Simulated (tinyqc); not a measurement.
Coupling and phonon occupation from the scattering functions.

Question. A level coupled to a phonon of energy w0 has, in the self-consistent Born approximation, Sin(E) = M^2 [(Nq + 1) Gn(E + w0) + Nq Gn(E - w0)], Sout(E) = M^2 [(Nq + 1) Gp(E - w0) + Nq Gp(E + w0)]. Find M, Nq and, from Nq = 1/(exp(w0/kB T) - 1), the phonon temperature.

Values chosen for this exercise:
- w0 = 20 meV (phonon energy)

Constants: q = 1.602176634e-19 C, kB = 1.380649e-23 J/K. Results are converted to the units shown.

Gn at E - w0 and E + w0 (1/meV): 0.017232443  0.024916838
Gp at E - w0 and E + w0 (1/meV): 0.010845144  0.052000272
Sin and Sout at E (meV): 2.8213325  2.9902570

Solution. Both equations are linear in M^2 and M^2 Nq.

M = 6.80 meV
Nq = 0.856
T = 300 K

tinyqc, about 0.1 s, one thread, Intel Xeon 2.30GHz (shared host): `OMP_NUM_THREADS=1 python tinyqc.py 2720038 2720039 out.jsonl`
